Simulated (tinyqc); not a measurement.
# Changing the spring constant k_s

Model: nudged elastic band on a two-dimensional model surface. Computed by tinyqc, a small Python program. Command: `OMP_NUM_THREADS=1 python tinyqc.py 3013969 3013970 out.jsonl neb sweep`. One thread of a shared host (Intel(R) Xeon(R) Processor @ 2.30GHz), about 0.1 s of CPU time with the checks.

V(x, y) = -A (cos kx + cos ky) - B cos kx cos ky + (C sin ky + S sin kx)(1 - cos kx), k = 2 pi/a; the atom hops from the minimum at (0, 0) to that at (a, 0).

Inputs (values chosen for the exercise, for a model surface):
```
quantity           value           unit
amplitude A         0.34             eV
amplitude B         0.17             eV
skew C              0.13             eV
asymmetry S       -0.042             eV
period a             3.1       angstrom
movable images n       3              -
step factor eta      0.1  angstrom^2/eV
iteration cap        600              -
```

Surface: adatom on a square lattice. Climbing image: off.

Method:
- Newton steps x(new) = x - H^-1 grad V (moves limited to 0.3 angstrom) from (0, 0), (a, 0) and (a/2, 0) give the two minima and the saddle.
- Tangent at image i: towards the higher neighbour if the energies rise or fall through i; at a maximum or minimum, tau = t+ dmax + t- dmin if V(i+1) > V(i-1), else t+ dmin + t- dmax, with t+ = R(i+1) - R(i), t- = R(i) - R(i-1) and dmax, dmin the larger and smaller of |V(i+1) - V(i)| and |V(i-1) - V(i)|; then normalise. Force F = -grad V + (grad V.tau) tau + k_s (|t+| - |t-|) tau.
- Update R(new) = R + eta F; the end points stay fixed.
- Start on the straight line; stop when the largest force is below 1e-4 or above 1e6 eV/angstrom.

One run for each value:
```
spring constant k_s (eV/angstrom^2)  iterations  energy of the highest image (eV)
0.098                                       204                           0.87952
0.150                                       152                           0.87952
0.240                                       110                           0.87952
0.380                                        83                           0.87952
0.600                                        68                           0.87953
0.950                                        66                           0.87953
1.500                                        66                           0.87954
2.400                                        66                           0.87954
```

Over the rows, iterations falls from 204 to 66.0, flat over part of the range. Nudging removes the spring force across the path, so the converged energy does not depend on k_s; the springs only set how fast the images space out.

Extremes, crossings and ranges named in words are read from the listed rows.
